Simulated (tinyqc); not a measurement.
Inside a calculation. Method: coherent transport through a tight-binding region between two chains. Computed by tinyqc, a small Python program that keeps every step. Settings: temperature = 77, mu = -0.46. Command: `OMP_NUM_THREADS=1 python tinyqc.py 28686 28687 out.jsonl` (the two numbers bound the seeds that draw the settings). One thread of a shared host (Intel(R) Xeon(R) Processor @ 2.60GHz), about 0.1 s of CPU time with the checks.

## Transmission at E = -0.57 eV

H of the central region (eV), lower triangle:
```
           1          2          3          4          5         6
1   0.000000
2  -2.390000   0.560000
3   0.000000  -2.390000   0.560000
4   0.000000   0.000000  -2.390000   0.560000
5   0.000000   0.000000   0.000000  -2.390000   0.560000
6  -2.390000   0.000000   0.000000   0.000000  -2.390000  0.000000
```

Leads: semi-infinite chains with site energy 0:
```
parameter                           value
lead hopping t (eV)              2.940000
coupling to the left lead (eV)   1.470000
coupling to the right lead (eV)  0.950000
left contact site                       1
right contact site                      2
```

E = -0.570000 eV

Surface Green function g = (E - i sqrt(4 t^2 - E^2)) / (2 t^2); self-energy tc^2 g on each contact site; G = (E - H - Sigma)^(-1); Gamma = -2 Im Sigma; T = Gamma_L Gamma_R |G_LR|^2; local density of states -Im G_ii / pi.

g = -0.032972-0.338534i 1/eV

G (1/eV), lower triangle:
```
                     1                    2                    3                    4
1   0.133754-0.030413i
2   0.231022-0.033492i   0.136986-0.046251i
3  -0.031684-0.014538i   0.244537-0.005311i   0.143578-0.019168i
4  -0.246003+0.026618i  -0.021368+0.043739i   0.241757-0.003751i   0.135671-0.045513i
5  -0.084627+0.027123i  -0.254640+0.025991i  -0.029275+0.017394i   0.240798-0.017767i
6   0.205991-0.013795i  -0.099027-0.031451i  -0.255599+0.011975i  -0.021821+0.037113i

                    5                   6
5  0.143125-0.025794i
6  0.245281+0.005572i  0.137791-0.034478i
```

local density of states (1/eV): 0.009681  0.014722  0.006101  0.014487  0.008211  0.010975

transmission = 0.048718

## Transmission across the band

The same steps on a grid of energies.

T(E):
```
E (eV)              T
-5.58600000  0.004682
-5.02740000  0.062752
-4.46880000  0.424474
-3.91020000  0.041588
-3.35160000  0.008757
-2.79300000  0.000040
-2.23440000  0.033956
-1.67580000  0.190645
-1.11720000  0.071562
-0.55860000  0.048462
0            0.040838
0.55860000   0.039243
1.11720000   0.042238
1.67580000   0.051937
2.23440000   0.075268
2.79300000   0.406619
3.35160000   0.054888
3.91020000   0.000038
4.46880000   0.008491
5.02740000   0.081150
5.58600000   0.048373
```

levels of the isolated region (eV): -4.432180  -2.091877  -1.931784  2.655656  2.864058  5.176128

## Current

I = (2e/h) int T(E) [f(E - mu - V/2) - f(E - mu + V/2)] dE at 77 K with mu = -0.46 eV, the bias not changing H; 2e^2/h = 77.48092 microsiemens; the integral runs over the band on 4001 points.

Current:
```
V (volt)  I (microampere)
0.010000         0.036002
0.050000         0.180022
0.100000         0.360127
0.200000         0.720924
0.400000         1.447259
0.800000         2.939623
```
